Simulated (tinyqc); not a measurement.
Scaling with the misfit: strain-driven roughening and islands of a mismatched epitaxial film. Computed by tinyqc, a small Python program. Command: `OMP_NUM_THREADS=1 python tinyqc.py 3030738 3030739 out.jsonl island walk`. One thread of a shared host (Intel(R) Xeon(R) Processor @ 2.30GHz), about 0.01 s of CPU time with the checks.

Film and substrate share isotropic elastic constants; the film is coherent and biaxially strained.

Inputs (values chosen for the exercise, modelled on GaN on AlN):
```
quantity                                      value       unit
misfit |f|                                   0.0233          -
shear modulus G                                 117        GPa
Poisson ratio nu                               0.21          -
surface energy gamma                           1.73      J/m^2
contact angle of the shallow shape theta_1     10.6    degrees
contact angle of the steep shape theta_2       27.8    degrees
facet energy of shape 1 over gamma            1.001          -
facet energy of shape 2 over gamma            1.019          -
surface mobility D_s nu_s Omega^2/(k_B T)   7.2e-35  m^6/(J s)
```

Transport: surface diffusion.

Constants: e = 1.602176634e-19 C.

Method:
- M = 2 G (1 + nu)/(1 - nu); stress = M f; energy density w = M f^2.
- A ripple A cos(k x) has the surface chemical potential per volume [gamma k^2 - 2 (1 + nu) w k] A cos(k x), so k_c = 2 (1 + nu) w/gamma. With surface diffusion the amplitude grows at the rate q = B k^2 [2 (1 + nu) w k - gamma k^2], fastest at k_m = (3/4) k_c. B is the surface mobility.
- Shallow faceted island (Tersoff form): E = 4 Gam V^(2/3) tan^(1/3)(theta) - 6 c V tan(theta), Gam = gamma [x/sin(theta) - 1/tan(theta)], x the facet energy over gamma, c = stress^2 (1 - nu)/(2 pi G).
- The barrier is the maximum of E, at V_c = [4 Gam/(9 c)]^3 / tan^2(theta) (1 GPa nm = 1 J/m^2).
- V_c = [4 Gam/(9 c)]^3/tan^2(theta), barrier = (4/3) Gam V_c^(2/3) tan^(1/3)(theta); the growth time is 1/q at k_m.

fastest wavelength = 30.7796 nm

growth time 1/q at k_m = 13.8700 s

critical volume, shape 1 = 29.2045 nm^3

barrier, shape 1 = 7.66938 eV

Misfit scaled at fixed constants:
```
|f| (%)  fastest wavelength (nm)  growth time (s)  V_c of shape 1 (nm^3)  barrier of shape 1 (eV)
0.5825                    492.47       9.0898e+05             1.1962e+05               1.9634e+03
0.8155                    251.26       6.1593e+04             1.5887e+04               5.1108e+02
1.1650                    123.12       3.5507e+03             1.8691e+03               1.2271e+02
1.6310                     62.82       2.4060e+02             2.4823e+02               3.1942e+01
2.3300                     30.78       1.3870e+01             2.9205e+01               7.6694e+00
3.2620                     15.70       9.3984e-01             3.8787e+00               1.9964e+00
```

What does the comparison show, and why?

Halving the misfit stretches the wavelength 4 times, the barrier 16 times, the volume 64 times and the time 256 times: f^(-2), f^(-4), f^(-6), f^(-8). Over these rows the time spans 6.0 decades: strongly mismatched films tend to roughen first, while dilute alloys have time to stay flat. Rows with wavelengths under 10 nm or volumes under 5 nm^3 are beyond the continuum picture.

Extremes, crossings and ranges named in words are read from the listed rows.
